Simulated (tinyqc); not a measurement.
## Gate voltage for a given inversion charge

Problem. p-type body, charge-sheet picture, depletion and inversion only, full ionisation (an idealisation for deep acceptors), Boltzmann statistics (rough once Na exp(x - xn) passes about Nc/7). In units of Vt: xg = (Vg - Vfb)/Vt, x = psi/Vt, G = gamma/sqrt(Vt), xn = (2 phiF + Vc)/Vt. The implicit equation is (xg - x)^2 = G^2 [x - 1 + exp(x - xn)] for x above about 3. Cox = eps0 eox/tox. ni = sqrt(Nc Nv) exp(-Eg/(2 Vt)), Eg in volts; phiF = Vt ln(Na/ni); gamma = sqrt(2 q eps0 eps_r Na)/Cox. N_inv = (Cox Vt G/q) [sqrt(x - 1 + exp(x - xn)) - sqrt(x - 1)]. Find x - xn, psi and Vg.

Values chosen for this exercise; band and dielectric values those of a made-up semiconductor: temperature T = 350 K; band gap Eg = 1.08 eV; relative permittivity eps_r = 15.1; conduction-band density of states at T Nc = 4.03e19 cm^-3; valence-band density of states at T Nv = 2.63e19 cm^-3; relative permittivity of the gate insulator (close to silicon dioxide) eox = 3.9; insulator thickness tox = 2 nm; acceptor density Na = 2.7e16 cm^-3; flat-band voltage Vfb = -0.41 V; channel-body voltage Vc = 0 V.

Constants: q = 1.602176634e-19 C, kB = 1.380649e-23 J/K, Vt = kB T/q, eps0 = 8.8541878128e-14 F/cm where lengths are in cm. Results are converted to the units shown.

N_inv = 2.9e11 cm^-2

Answer. N_inv rises steadily with x, so it fixes x; the implicit equation then gives xg directly.

x - xn = 3.420
psi = 0.7552 V
Vg = 0.4251 V

Program tinyqc, `OMP_NUM_THREADS=1 python tinyqc.py 2122225 2122226 out.jsonl`; Intel Xeon 2.30GHz, shared host, one thread, about 0.01 s.
